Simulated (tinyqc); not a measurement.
Worked calculation: five-level k.p model folded onto the conduction band. Values are carried at full precision from step to step, so a last printed digit may differ when a step is redone from the rounded ones.

Second-order sums for the lowest conduction level at E: 1/m = 1 + Cm + (Ep/3)(2/E + 1/(E + Dso)) - (Ep2/3)(2/(E7 + D2 - E) + 1/(E7 - E)); g/2 = 1 + Cg - (Ep/3)(1/E - 1/(E + Dso)) - (Ep2/3)(1/(E7 - E) - 1/(E7 + D2 - E)). E is counted from the top of the valence band; E = Eg at the edge.

Constants: hbar^2/2m0 = 3.80998211 eV angstrom^2.

Values chosen for the exercise (near those of InAs; not measured data):
- Eg = 0.417 eV (gap at Gamma to the s-like level)
- Dso = 0.39 eV (spin-orbit splitting)
- Ep = 21.5 eV (Kane energy)
- E7 = 4.52 eV (upper Gamma7 conduction level, from the valence top)
- D2 = 0.15 eV (its spin-orbit splitting, Gamma8 above Gamma7)
- Ep2 = 2.8 eV (Kane energy to the upper levels)
- Cm = -2 (remote term in 1/m)
- Cg = 0 (remote term in g/2)
- k = 0.021 1/angstrom (wave vector along z)

## Mass and g factor term by term

Evaluate at E = Eg.

Terms:
```
level           part of 1/m  part of g
free + remote       -1.0000     2.0000
Gamma8 valence      34.3725   -34.3725
Gamma7 valence       8.8806    17.7613
Gamma8 upper        -0.4389     0.4389
Gamma7 upper        -0.2275    -0.4550
```

m = 0.0240 m0
g = -14.627

The valence levels give 43.25 to 1/m and the upper levels take 0.67 away. In g the two valence terms nearly cancel when Dso is small against Eg; here Dso/Eg = 0.94 and they leave -16.611, the upper pair -0.016.

## The matrix at one k

For k along z and one spin sector the level c couples to four states. With c0 = hbar^2/2m0, P = sqrt(Ep c0), P2 = sqrt(Ep2 c0): diagonal Eg + (1 + Cm) c0 k^2 for c, and 0, -Dso, E7 + D2, E7 for lh, so, G8 up, G7 up (their own dispersion is left out); couplings of c: sqrt(2/3) P k to lh, sqrt(1/3) P k to so, sqrt(2/3) P2 k to G8 up, sqrt(1/3) P2 k to G7 up (phases chosen real).

Fill in the matrix.

H (eV), rows c, lh, so, G8 up, G7 up and columns alike:
```
[[0.41532, 0.15519, 0.10973, 0.05600, 0.03960],
 [0.15519, 0, 0, 0, 0],
 [0.10973, 0, -0.39000, 0, 0],
 [0.05600, 0, 0, 4.67000, 0],
 [0.03960, 0, 0, 0, 4.52000]]
```

## Exact folding onto c

Solve E = H_cc + S(E), S(E) = sum_j H_cj^2/(E - H_jj), from E = H_cc, by plain substitution and by Newton steps on E - H_cc - S(E). The weight of c in the state is Z = 1/(1 - dS/dE). The exact level is the third eigenvalue of H from below.

Iterates (eV):
```
step  substitution   Newton
0          0.41532  0.41532
1          0.48714  0.47732
2          0.47735  0.47839
3          0.47852  0.47839
4          0.47838  0.47839
5          0.47839  0.47839
6          0.47839  0.47839
7          0.47839  0.47839
```

exact level = 0.47839 eV
Z = 0.8917

Substitution multiplies the error by about dS/dE = 1 - 1/Z = -0.121 a step, so it alternates; after 7 steps it is off by 2.8e-08 eV, while Newton is within 1e-5 eV from step 2 on.

## Loewdin series

Expanding E = H_cc + S(E) about Eg in powers of k^2, with s_n = sum_j H_cj^2/(Eg - H_jj)^n: order k^2: e2 = (1 + Cm) c0 k^2 + s1; order k^4: e4 = -s2 e2; order k^6: e6 = s3 e2^2 + s2^2 e2.

Give each order and the partial sums, counted from Eg.

s1 (eV), s2 (no unit), s3 (1/eV); (1 + Cm) c0 k^2 is H_cc - Eg: [0.07155, 0.15725, 0.35497]

e2, e4, e6 (eV): [0.06987, -0.01099, 0.00346]

partial sums (eV): [0.06987, 0.05889, 0.06235]

The exact value is 0.06139 eV; the errors of the partial sums are +8.48, -2.51 and +0.96 meV.

## Checks

- Curvature of the exact level at small k against the sum for 1/m: both 41.587.

(tinyqc, `OMP_NUM_THREADS=1 python tinyqc.py 1080339 1080340 out.jsonl`, Intel(R) Xeon(R) Processor @ 2.30GHz, 1 thread, shared host, about 0.01 s.)
